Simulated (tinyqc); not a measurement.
RHF in the 6-311g basis, for H2, spin multiplicity 1, step by step. One step of it, computed by the program tinyqc.

Problem. Iteration 4: DIIS coefficients. Solve [B -1; -1 0][c; lambda] = [0; -1] for the coefficients, which sum to one.

B (overlaps of the stored error matrices):
```
               1              2
1  3.9246004e-03  1.0379498e-03
2  1.0379498e-03  2.9299807e-04
```

Give: DIIS coefficients.

Solution.

DIIS coefficients: -0.348  1.348
